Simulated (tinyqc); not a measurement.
Eight-band Kane k.p model: one step. Levels and orbital character. Five cases, with inputs chosen for the exercise.

Task: Diagonalise H; the levels come in pairs. The weights are summed over spin and averaged over each pair.

Case 1.

H(k) (eV):
```
            S+                   X+                   Y+          Z+          S-
S+    0.391228            0.216203i            0.243229i   0.063059i           0
X+  -0.216203i            -0.143533  -0.009566-0.129000i   -0.002480           0
Y+  -0.243229i  -0.009566+0.129000i            -0.143378   -0.002790           0
Z+  -0.063059i            -0.002480            -0.002790   -0.144066           0
S-           0                    0                    0           0    0.391228
X-           0                    0                    0   -0.129000  -0.216203i
Y-           0                    0                    0  -0.129000i  -0.243229i
Z-           0             0.129000            0.129000i           0  -0.063059i

                     X-                   Y-          Z-
S+                    0                    0           0
X+                    0                    0    0.129000
Y+                    0                    0  -0.129000i
Z+            -0.129000            0.129000i           0
S-            0.216203i            0.243229i   0.063059i
X-            -0.143533  -0.009566+0.129000i   -0.002480
Y-  -0.009566-0.129000i            -0.143378   -0.002790
Z-            -0.002480            -0.002790   -0.144066
```

Case 2.

H(k) (eV):
```
            S+                  X+                  Y+          Z+          S-
S+    1.459261           0.080695i           0.313813i           0           0
X+  -0.080695i           -0.044159  0.002080-0.036333i           0           0
Y+  -0.313813i  0.002080+0.036333i           -0.023269           0           0
Z+           0                   0                   0   -0.045638           0
S-           0                   0                   0           0    1.459261
X-           0                   0                   0   -0.036333  -0.080695i
Y-           0                   0                   0  -0.036333i  -0.313813i
Z-           0            0.036333           0.036333i           0           0

                    X-                  Y-          Z-
S+                   0                   0           0
X+                   0                   0    0.036333
Y+                   0                   0  -0.036333i
Z+           -0.036333           0.036333i           0
S-           0.080695i           0.313813i           0
X-           -0.044159  0.002080+0.036333i           0
Y-  0.002080-0.036333i           -0.023269           0
Z-                   0                   0   -0.045638
```

Case 3.

H(k) (eV):
```
            S+                  X+                  Y+          Z+          S-
S+    0.395694          -0.082210i           0.200958i           0           0
X+   0.082210i           -0.129354  0.001083-0.124000i           0           0
Y+  -0.200958i  0.001083+0.124000i           -0.126859           0           0
Z+           0                   0                   0   -0.129855           0
S-           0                   0                   0           0    0.395694
X-           0                   0                   0   -0.124000   0.082210i
Y-           0                   0                   0  -0.124000i  -0.200958i
Z-           0            0.124000           0.124000i           0           0

                    X-                  Y-          Z-
S+                   0                   0           0
X+                   0                   0    0.124000
Y+                   0                   0  -0.124000i
Z+           -0.124000           0.124000i           0
S-          -0.082210i           0.200958i           0
X-           -0.129354  0.001083+0.124000i           0
Y-  0.001083-0.124000i           -0.126859           0
Z-                   0                   0   -0.129855
```

Case 4.

H(k) (eV):
```
            S+                   X+                   Y+          Z+          S-
S+    0.412731            0.126414i            0.099326i   0.009030i           0
X+  -0.126414i            -0.133459  -0.002420-0.130000i   -0.000220           0
Y+  -0.099326i  -0.002420+0.130000i            -0.133550   -0.000173           0
Z+  -0.009030i            -0.000220            -0.000173   -0.133694           0
S-           0                    0                    0           0    0.412731
X-           0                    0                    0   -0.130000  -0.126414i
Y-           0                    0                    0  -0.130000i  -0.099326i
Z-           0             0.130000            0.130000i           0  -0.009030i

                     X-                   Y-          Z-
S+                    0                    0           0
X+                    0                    0    0.130000
Y+                    0                    0  -0.130000i
Z+            -0.130000            0.130000i           0
S-            0.126414i            0.099326i   0.009030i
X-            -0.133459  -0.002420+0.130000i   -0.000220
Y-  -0.002420-0.130000i            -0.133550   -0.000173
Z-            -0.000220            -0.000173   -0.133694
```

Case 5.

H(k) (eV):
```
            S+                  X+                  Y+          Z+          S-
S+    1.644945          -0.376776i           0.267929i   0.209320i           0
X+   0.376776i           -0.329142  0.003840-0.310333i    0.003000           0
Y+  -0.267929i  0.003840+0.310333i           -0.333337   -0.002133           0
Z+  -0.209320i            0.003000           -0.002133   -0.335010           0
S-           0                   0                   0           0    1.644945
X-           0                   0                   0   -0.310333   0.376776i
Y-           0                   0                   0  -0.310333i  -0.267929i
Z-           0            0.310333           0.310333i           0  -0.209320i

                    X-                  Y-          Z-
S+                   0                   0           0
X+                   0                   0    0.310333
Y+                   0                   0  -0.310333i
Z+           -0.310333           0.310333i           0
S-          -0.376776i           0.267929i   0.209320i
X-           -0.329142  0.003840+0.310333i    0.003000
Y-  0.003840-0.310333i           -0.333337   -0.002133
Z-            0.003000           -0.002133   -0.335010
```

Give: levels, each twofold; weights.

Result:

Case 1.

levels, each twofold (eV): -0.4581  -0.1278  -0.0094  0.5555

weights:
```
   pair 1  pair 2  pair 3  pair 4
S   0.074   0.131   0.000   0.795
X   0.332   0.283   0.299   0.086
Y   0.358   0.290   0.244   0.108
Z   0.237   0.296   0.456   0.011
```

The conduction pair has 20.5 % valence character at this k; the valence pair with most S character is pair 2 (13.1 %).

Case 2.

levels, each twofold (eV): -0.1368  -0.0357  -0.0083  1.5270

weights:
```
   pair 1  pair 2  pair 3  pair 4
S   0.022   0.020   0.000   0.958
X   0.252   0.273   0.473   0.003
Y   0.499   0.412   0.050   0.039
Z   0.228   0.296   0.477   0.000
```

The conduction pair has 4.2 % valence character at this k; the valence pair with most S character is pair 1 (2.2 %).

Case 3.

levels, each twofold (eV): -0.3986  -0.0659  -0.0050  0.4791

weights:
```
   pair 1  pair 2  pair 3  pair 4
S   0.030   0.105   0.000   0.865
X   0.304   0.246   0.429   0.021
Y   0.378   0.434   0.078   0.110
Z   0.288   0.215   0.493   0.004
```

The conduction pair has 13.5 % valence character at this k; the valence pair with most S character is pair 2 (10.5 %).

Case 4.

levels, each twofold (eV): -0.4049  -0.0407  -0.0024  0.4600

weights:
```
   pair 1  pair 2  pair 3  pair 4
S   0.014   0.070   0.000   0.916
X   0.344   0.404   0.202   0.050
Y   0.331   0.323   0.314   0.031
Z   0.310   0.203   0.484   0.003
```

The conduction pair has 8.4 % valence character at this k; the valence pair with most S character is pair 2 (7.0 %).

Case 5.

levels, each twofold (eV): -0.9885  -0.1161  -0.0198  1.7719

weights:
```
   pair 1  pair 2  pair 3  pair 4
S   0.014   0.047   0.000   0.939
X   0.342   0.384   0.241   0.033
Y   0.325   0.300   0.358   0.017
Z   0.318   0.270   0.401   0.011
```

The conduction pair has 6.1 % valence character at this k; the valence pair with most S character is pair 2 (4.7 %).

Computed by tinyqc, one run a case: `OMP_NUM_THREADS=1 python tinyqc.py N N+1 out.jsonl` with N = 1080814, 1080921, 1080988, 1081013, 1081266; one thread of a shared Intel(R) Xeon(R) Processor @ 2.30GHz, about 0.1 s a run at most.
